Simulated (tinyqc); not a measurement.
Inside a calculation. Model: valley-orbit splitting of a donor ground state, with strain. Computed by tinyqc, a small Python program that keeps every step. Command: `OMP_NUM_THREADS=1 python tinyqc.py 3007371 3007372 out.jsonl valleyorbit walk`. One thread of a shared host (Intel(R) Xeon(R) Processor @ 2.30GHz), about 0.01 s of CPU time with the checks. Intermediate numbers are printed to about 5 digits and carried at full precision; extremes and crossings named in words are read from the listed rows.

The basis is the 1s envelope in each valley; energies are counted from the unstrained conduction-band edge. The strain is e_s (a a^T - 1/3) for the unit stress axis a, so valley j along n_j moves by Xi_u e_s w_j with w_j = (n_j.a)^2 - 1/3: +1/6 for x and y, -1/3 for z. The splitting at the zone boundary that a [110] shear adds for <100> valleys is left out.

Inputs (values chosen for the exercise, modelled on donors in silicon):

| quantity | value | unit |
|---|---|---|
| single-valley binding energy E_0 | 31.7 | meV |
| central-cell shift Lambda | 6.76 | meV |
| coupling Delta_1 | 2.96 | meV |
| coupling Delta_2 | 2 | meV |
| shear deformation potential Xi_u | 8.64 | eV |
| shear strain e_s | -0.0015 | - |
| temperature T | 50 | K |
| donor density N_D | 1.8e+15 | cm^-3 |
| density-of-states mass of one valley m_e | 0.325 | m_0 |

Valleys: six along <100>. Stress axis: [110].

Constants: k_B = 8.617333262e-05 eV/K; m_0 = 9.1093837015e-31 kg; k_B = 1.380649e-23 J/K; h = 6.62607015e-34 J s.

## Levels without strain

By symmetry: E(A1) = E_0 + Lambda + 4 Delta_1 + Delta_2 (one state), E(T2) = E_0 + Lambda - Delta_2 (three), E(E) = E_0 + Lambda - 2 Delta_1 + Delta_2 (two), as binding energies.

E(A1) = 52.3 meV

E(T2) = 36.46 meV

E(E) = 34.54 meV

Only A1 has all valley amplitudes in phase, so only it has weight at the nucleus. Of the upper states T2 is bound more strongly, because Delta_1 is larger than Delta_2.

## The valley matrix under strain

H_jj = -(E_0 + Lambda) + Xi_u e_s w_j; H_jk = -Delta_2 between opposite valleys and -Delta_1 between perpendicular ones.

H (meV), lower triangle (symmetric):
```
        +x      -x      +y      -y      +z      -z
+x  -40.62
-x   -2.00  -40.62
+y   -2.96   -2.96  -40.62
-y   -2.96   -2.96   -2.00  -40.62
+z   -2.96   -2.96   -2.96   -2.96  -34.14
-z   -2.96   -2.96   -2.96   -2.96   -2.00  -34.14
```

## Levels and ground state under strain

Diagonalise H; the ground vector has positive components. The density at the nucleus, and so the contact hyperfine coupling, scales as (sum_j c_j)^2/(number of valleys), which is 1 without strain; the envelopes are held fixed.

levels (meV): -52.758  -38.620  -38.620  -36.700  -32.140  -31.922

valley amplitudes of the ground state: +x 0.44653, -x 0.44653, +y 0.44653, -y 0.44653, +z 0.31815, -z 0.31815

hyperfine ratio A/A_0 = 0.97802

The valleys that move down hold 79.8 % of the ground state, against 66.7 % without strain.

## Binding energy under strain

The binding energy is counted from the lowest valley edge, min_j Xi_u e_s w_j; the gap is from the ground state to the next level.

binding energy under strain = 50.598 meV

gap to the first excited state = 14.138 meV

## Populations and ionisation

z = sum over levels of exp(-(E - E_ground)/k_B T), the ground-state share being 1/z; N_c = 2 (2 pi m_e k_B T/h^2)^(3/2) sum_j exp(-(shift_j - lowest shift)/k_B T); n1 = N_c/(2 z) exp(-binding/k_B T), binding = lowest shift - E_ground; without compensation n = 2 N_D/(1 + sqrt(1 + 4 N_D/n1)) (Boltzmann statistics; p and higher states left out).

partition sum z = 1.1155

share of neutral donors in the ground state = 0.89644

N_c = 1.4060e+18 cm^-3

n1 = 5.0054e+12 cm^-3

free electrons n = 9.2450e+13 cm^-3

## Strain dependence

The contact hyperfine ratio is A/A_0 = (sum_j c_j)^2/(number of valleys), c_j the valley amplitudes of the ground state; binding from the lowest valley edge.

Against strain:

| e_s | Xi_u e_s (w_max - w_min) (meV) | binding (meV) | gap to next level (meV) | A/A_0 |
|---|---|---|---|---|
| -0.01200 | -51.840 | 47.569 | 11.109 | 0.79133 |
| -0.00450 | -19.440 | 48.895 | 12.435 | 0.89883 |
| -0.00150 | -6.480 | 50.598 | 14.138 | 0.97802 |
| -0.00045 | -1.944 | 51.698 | 15.238 | 0.99754 |
| 0.00045 | 1.944 | 51.053 | 14.593 | 0.99716 |
| 0.00150 | 6.480 | 48.557 | 12.097 | 0.96557 |
| 0.00450 | 19.440 | 44.461 | 8.001 | 0.76207 |
| 0.01200 | 51.840 | 41.939 | 5.479 | 0.50491 |

A/A_0 falls for either sign of strain, to 0.791 and 0.505 at the ends; its limits are the shares of the valleys that end up lowest, 4/6 under compression and 2/6 under tension. Near zero strain A/A_0 changes in second order, the binding in first. The binding energy drops from 52.30 meV to 47.57 and 41.94 meV, since fewer valleys share the valley-orbit gain.

## Do the excited 1s states matter for ionisation?

No strain here. The last two columns set z = 1, with the A1 depth, or use one level at E_0 with z equal to the number of valleys.

Ionised share:

| T (K) | z | all 1s states | ground state alone | no splitting |
|---|---|---|---|---|
| 30 | 1.0086 | 6.3040e-04 | 6.3311e-04 | 0.01380 |
| 51 | 1.1168 | 5.5831e-02 | 5.8905e-02 | 0.22707 |
| 76 | 1.4000 | 3.8448e-01 | 4.3561e-01 | 0.66266 |
| 110 | 1.8713 | 8.1855e-01 | 8.8631e-01 | 0.91691 |
| 150 | 2.3871 | 9.5460e-01 | 9.7996e-01 | 0.97578 |
| 240 | 3.2421 | 9.9277e-01 | 9.9775e-01 | 0.99504 |
| 400 | 4.0894 | 9.9844e-01 | 9.9962e-01 | 0.99874 |

z grows from 1.009 to 4.09 of at most 6. Leaving out the excited states overstates the ionised share by up to 13.3 % (at 76.0 K); ignoring the splitting misses by a factor 21.9 at the lowest T and 1.00 at the highest.

Checks made by the program: symmetry formulas against diagonalisation (relative difference below 1e-10).
